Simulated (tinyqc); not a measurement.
# MOS structure on a p-type body with a doping step, non-linear Poisson equation by Newton steps: two studies

One dimension, insulator interface at x = 0, acceptor density N1 for x < x1 and Na beyond, net doping C = -(acceptor density). psi is counted from the intrinsic level: n = ni exp((psi - Vb)/Vt), p = ni exp(-psi/Vt); deep in the body psi_b = -Vt ln(Na/ni). The gate acts through Cox = eps0 eox/tox and has the potential psi_G = Vg - (phiM - chi - Vt ln(Nc/ni)). Boltzmann statistics, full ionisation, classical densities, no oxide or interface charge.

Inputs (values chosen for the exercise); band and dielectric values close to those of silicon:

| symbol | value | unit | meaning |
|---|---|---|---|
| T | 250 | K | temperature |
| Eg | 1.12 | eV | band gap |
| eps_r | 11.7 |  | relative permittivity |
| Nc | 2.14e19 | cm^-3 | conduction-band density of states at T |
| Nv | 2.05e19 | cm^-3 | valence-band density of states at T |
| chi | 3.99 | eV | electron affinity |
| Na | 5.5e15 | cm^-3 | acceptor density deep in the body |
| eox | 22.1 |  | relative permittivity of the gate insulator (close to hafnium oxide) |
| tox | 22 | nm | insulator thickness |
| phiM | 4.08 | eV | gate work function |
| Vb | 1.1 | V | electron quasi-Fermi potential against the body |
| x1 | 150 | nm | depth of the doping step |
| N1 | 1.6e16 | cm^-3 | acceptor density above the step |

Constants: q = 1.602176634e-19 C, kB = 1.380649e-23 J/K, Vt = kB T/q, eps0 = 8.8541878128e-14 F/cm where lengths are in cm. Results are converted to the units shown.

Each table varies one quantity; the others keep the values above.

## Charge and capacitance against gate voltage

ni = sqrt(Nc Nv) exp(-Eg/(2 Vt)), Eg in volts. The Poisson equation d/dx(eps0 eps_r dpsi/dx) = -q (p - n + C), with eps0 eps_r dpsi/dx = -Cox (psi_G - psi_0) at x = 0, is solved on a mesh of about 600 nodes or more. N_inv is the integral of n less its value deep in the body. C_LF = Cox (1 - dpsi_0/dVg) with all carriers following; C_HF is the same with the electron quasi-Fermi level shifting uniformly so that N_inv stays fixed. The centroid is that of the same excess.

Result of one run:
```
Vg (V)  psi_0 - psi_b (V)  N_inv (cm^-2)  C_LF/Cox  C_HF/Cox  centroid (nm)
1.36                 2.01        6.37e11     0.794    0.0177           2.14
```

What becomes of these results when the gate voltage against the body Vg is changed from 1.36 to 1.22 V, all else the same?

Result of the changed run:
```
Vg (V)  psi_0 - psi_b (V)  N_inv (cm^-2)  C_LF/Cox  C_HF/Cox  centroid (nm)
1.22                 1.96        1.15e11     0.468    0.0178           2.63
```

The whole series:
```
Vg (V)  psi_0 - psi_b (V)  N_inv (cm^-2)  C_LF/Cox  C_HF/Cox  centroid (nm)
0.94                 1.71         9.89e5    0.0192    0.0192           2.93
1.08                 1.84         5.61e8    0.0229    0.0184           2.84
1.22                 1.96        1.15e11     0.468    0.0178           2.63
1.36                 2.01        6.37e11     0.794    0.0177           2.14
1.5                  2.03        1.29e12     0.874    0.0177           1.77
1.64                 2.04        1.98e12     0.909    0.0177           1.52
1.78                 2.05        2.70e12     0.929    0.0177           1.34
1.92                 2.06        3.43e12     0.942    0.0177           1.20
2.06                 2.07        4.16e12     0.951    0.0177           1.09
```

N_inv goes from 9.89e5 to 4.16e12 cm^-2 and passes 2e11 cm^-2 at Vg = 1.25 V. Below threshold it takes 50.8 mV a decade between Vg = 0.94 and 1.08 V, against Vt ln 10 = 49.6 mV. C_LF/Cox is lowest, 0.0192, at Vg = 0.94 V among the rows listed and ends at 0.951, while C_HF/Cox ends at 0.0177. Between the last two rows q dN_inv/dVg is 0.946 Cox. Where the classical centroid is under about 2 nm, confinement would move the charge away from the interface and raise the threshold. Above about 2e12 cm^-2 degeneracy matters too.

## Effect of the acceptor density above the step on threshold, swing and body effect

VT is the Vg at which N_inv = 2e11 cm^-2. m = 1/(dpsi_0/dVg) at N_inv = 1e8 cm^-2; the swing is the Vg between N_inv = 1e8 and 1e9 cm^-2; body coefficient [VT(Vb + 0.05 V) - VT(Vb)]/0.05 V - 1.

Effect of the acceptor density above the step on threshold, swing and body effect:
```
N1 (cm^-3)  VT (V)  psi_0 - psi_b at VT (V)   m - 1  swing (mV/decade)  body coefficient
4e15          1.21                     1.97  0.0187               51.0            0.0217
5.9e15        1.22                     1.97  0.0189               51.0            0.0217
8.6e15        1.23                     1.97  0.0191               51.0            0.0216
1.3e16        1.24                     1.97  0.0195               51.0            0.0216
1.9e16        1.26                     1.98  0.0201               51.0            0.0217
2.7e16        1.28                     1.98  0.0210               51.0            0.0221
4e16          1.32                     1.98  0.0228               51.0            0.0232
```

What does the comparison show?

As N1 goes from 4e15 to 4e16, VT rises from 1.21 to 1.32 V, the swing stays near 51.0 mV/decade and the body coefficient goes from 0.0217 through a minimum of 0.0216 (at N1 = 1.3e16 among the rows listed) to 0.0232. The swing stays within 0.92 % of m Vt ln 10, and the body coefficient within 0.0030 of m - 1.

Computed by the program tinyqc: `OMP_NUM_THREADS=1 python tinyqc.py 2080067 2080068 out.jsonl`, one thread of a shared Intel Xeon 2.30GHz, about 0.4 s for the whole run.
